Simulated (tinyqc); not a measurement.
Piezoresistors in the (001) plane of a cubic crystal: two steps of the calculation.

Plane stress in crystal axes x = [100], y = [010]. First-order piezoresistance: d rho_xx/rho = p11 sxx + p12 syy, d rho_yy/rho = p12 sxx + p11 syy, d rho_xy/rho = p44 sxy; a resistor along d = (cos th, sin th) changes by dR/R = d.(d rho/rho).d. Changes of geometry and second-order terms are left out.

Parameters, values chosen for the exercise; coefficients close to those of lightly doped p-type silicon: piezoresistive coefficient p11 = 6.69 x 1e-11/Pa; piezoresistive coefficient p12 = -1.05 x 1e-11/Pa; piezoresistive coefficient p44 = 135 x 1e-11/Pa; angle of the current from [100] th = 15 deg; stress sxx Sx = -52 MPa; stress syy Sy = -157 MPa; shear stress sxy St = -69 MPa; bridge supply Vb = 3.3 V.

Task 1. Change of the resistivity tensor. As in the introduction.

Wanted: d rho/rho.

Result 1.

d rho/rho (%):

|  | x | y |
|---|---|---|
| x | -0.183 | -9.315 |
| y | -9.315 | -0.996 |

Task 2. Resistors at th and th + 90 degrees, and the bridge. dR/R = d.(d rho/rho).d. A full bridge with two resistors of each kind in opposite arms gives Vout = Vb (a - b)/(2 + a + b), a and b the two dR/R.

d rho/rho (%):

|  | x | y |
|---|---|---|
| x | -0.1830300 | -9.3150000 |
| y | -9.3150000 | -0.9957300 |

Give: dR/R at th; dR/R at th + 90; Vout.

Result 2.

dR/R at th = -4.8950 %
dR/R at th + 90 = 3.7162 %
Vout = -142.93 mV

tinyqc, about 0.01 s, one thread, Intel Xeon 2.30GHz (shared host): `OMP_NUM_THREADS=1 python tinyqc.py 2530168 2530169 out.jsonl`
